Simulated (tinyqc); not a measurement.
# Admittance spectroscopy of a deep trap: what changes with what

Schottky contact on an n-type layer with shallow donors Nd (all ionised) and a donor-like deep trap, neutral when filled and positive when empty; depletion approximation. Traps within lam of the depletion edge stay filled. The traps at xt = W - lam, where the level crosses the Fermi level, follow a slow signal and not a fast one. w = 2 pi f.

Values chosen for this exercise; material values close to those of silicon: relative permittivity eps_r = 11.9; conduction-band density of states at 300 K Nc = 2.84e19 cm^-3; thermal velocity at 300 K vth = 2.2e7 cm/s; shallow donor density Nd = 3.2e16 cm^-3; built-in voltage Vbi = 0.61 V; depth of the trap below the conduction edge Et = 0.28 eV; capture cross-section sn = 4.2e-16 cm^2; trap density Nt = 1.7e15 cm^-3; reverse bias Vr = 0 V; temperature T = 237 K.

Constants: q = 1.602176634e-19 C, kB = 1.380649e-23 J/K, eps0 = 8.8541878128e-14 F/cm where lengths are in cm. Results are converted to the units shown.

Each table varies one quantity; the others keep the values above.

## Admittance against frequency

Emission rate en = sn vth(T) Nc(T) exp(-Et/kB T) = sn g T^2 exp(-Et/kB T), g = vth Nc/(300 K)^2, as vth goes as T^0.5 and Nc as T^1.5 (degeneracy factor 1). lam = sqrt(2 eps0 eps_r (EF - ET)/(q Nd)), EF - ET = Et - (kB T/q) ln(Nc(T)/Nd), Nc(T) = Nc (T/300 K)^1.5. In the steady state at the band bending V, 2 eps0 eps_r V/q = Nd W^2 + Nt (W - lam)^2 (the second term only if W > lam). V = Vbi + Vr. C_HF = eps0 eps_r/W, C_LF = eps0 eps_r (Nd + Nt)/(Nd W + Nt xt). Inflection frequency w0 = 2 en [1 + Nt xt/(Nd W)]; C = C_HF + (C_LF - C_HF)/(1 + (w/w0)^2), G/w = (C_LF - C_HF)(w/w0)/(1 + (w/w0)^2).

Results:
```
f (Hz)  C (nF/cm^2)  G/w (nF/cm^2)
2200          68.71        0.06361
4600          68.70         0.1324
9800          68.66         0.2762
21000         68.52         0.5406
44000         68.10         0.8234
93000         67.49         0.7817
4.2e5         67.02         0.2391
8.9e5         67.00         0.1146
1.9e6         66.99        0.05386
```

Estimate the missing row, f = 2e5 Hz.

Computed row:
```
f (Hz)  C (nF/cm^2)  G/w (nF/cm^2)
2e5           67.13         0.4705
```

With this row back in the table: C falls from 68.7 to 67.0 nF/cm^2, between C_LF = 68.7 and C_HF = 67.0, and G/w goes from 0.0636 through a maximum of 0.823 (at f = 44000 Hz among the rows listed) to 0.0539 nF/cm^2. The exact peak is half of the step, 0.861 nF/cm^2, at 59500 Hz.

## Effect of the trap density

Same model as above.

V = Vbi + Vr.

Effect of the trap density:
```
Nt (cm^-3)  W (nm)  step (% of C_HF)  w0/(2 en)
7.3e14       157.9             1.116      1.012
1.5e15       157.4             2.273      1.024
2.9e15       156.6             4.327      1.045
5.8e15       154.9             8.389      1.090
1.2e16       151.8             16.34      1.182
2.3e16       147.1             28.55      1.337
4.6e16       139.9             49.11      1.635
9.3e16       130.6             80.20      2.168
```

The step rises from 1.12 to 80.2 %, as Nt^(0.99) between the first two rows and Nt^(0.70) between the last two, and w0/(2 en) rises from 1.01 to 2.17: for Nt near Nd the rule w0 = 2 en overstates the cross-section by that factor.

Computed by the program tinyqc: `OMP_NUM_THREADS=1 python tinyqc.py 2050060 2050061 out.jsonl`, one thread of a shared Intel Xeon 2.30GHz, about 0.01 s for the whole run.
